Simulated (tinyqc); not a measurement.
# Biaxially strained (001) channel, valley splitting in an inversion layer: effect of the confining field

A thin layer grown on a relaxed buffer is stretched in the plane. The two valleys with their long axis along the growth direction (D2) sink against the four in-plane ones (D4); confinement in a triangular well splits them too. Only the lowest subband of each set is kept; one relaxation time, so the weakening of intervalley scattering is left out.

e_par = b1 x, e_perp = -2 (c12/c11) e_par, splitting D = Xu (e_par - e_perp), in-plane stress (c11 + c12 - 2 c12^2/c11) e_par. Levels E(m) = 2.33811 (hbar^2 q^2 F^2/(2 m))^(1/3): E2 = E(ml), E4 = E(mt) + D; N2 = 2 mt kB T/(pi hbar^2), N4 = 4 sqrt(mt ml) kB T/(pi hbar^2). EF solves Ns = N2 ln(1 + exp((EF - E2)/Vt)) + N4 ln(1 + exp((EF - E4)/Vt)); f2 is the share in D2, and 1/mc = f2/mt + (1 - f2)(1/mt + 1/ml)/2. The gain is mc(x = 0)/mc.

Inputs (values chosen for the exercise); values close to those of silicon on relaxed silicon-germanium: temperature T = 300 K; germanium share of the relaxed buffer x = 0.4; lattice mismatch per unit x b1 = 0.0418; elastic constant c11 = 170 GPa; elastic constant c12 = 65.7 GPa; shear deformation potential Xu = 9.06 eV; longitudinal mass ml = 0.892 m0; transverse mass mt = 0.186 m0; inversion density Ns = 9.5e12 cm^-2.

Constants: q = 1.602176634e-19 C, kB = 1.380649e-23 J/K, hbar = 1.054571817e-34 J s, m0 = 9.1093837015e-31 kg, Vt = kB T/q, hbar^2/(2 m0) = 0.0380998212 eV nm^2. Results are converted to the units shown.

The same in every row: D (meV) = 268.6.

Result of one run:

| f2 without strain | f2 | mc (m0) | gain |
|---|---|---|---|
| 0.3315 | 0.9998 | 0.1860 | 1.360 |

Which confining field F gave this result: 0.1, 0.7, 1.1 or 1.5 MV/cm?

F = 0.1 MV/cm.

The whole series:

| F (MV/cm) | f2 without strain | f2 | mc (m0) | gain |
|---|---|---|---|---|
| 0.1 | 0.3315 | 0.9998 | 0.1860 | 1.360 |
| 0.3 | 0.5188 | 0.9999 | 0.1860 | 1.235 |
| 0.5 | 0.6629 | 1.000 | 0.1860 | 1.154 |
| 0.7 | 0.7724 | 1.000 | 0.1860 | 1.099 |
| 0.9 | 0.8520 | 1.000 | 0.1860 | 1.062 |
| 1.1 | 0.9066 | 1.000 | 0.1860 | 1.038 |
| 1.3 | 0.9423 | 1.000 | 0.1860 | 1.023 |
| 1.5 | 0.9648 | 1.000 | 0.1860 | 1.014 |

As F goes from 0.1 to 1.5 MV/cm, f2 stays near 1.00 (without strain: it rises from 0.332 to 0.965) and the gain falls from 1.36 to 1.01. Strong confinement already empties D4, so strain has less to move. For F = 0.1 to 0.7 MV/cm the second D2 subband, left out here, lies within 2 Vt of EF or below it.

tinyqc, about 0.01 s, one thread, Intel Xeon 2.30GHz (shared host): `OMP_NUM_THREADS=1 python tinyqc.py 2530134 2530135 out.jsonl`
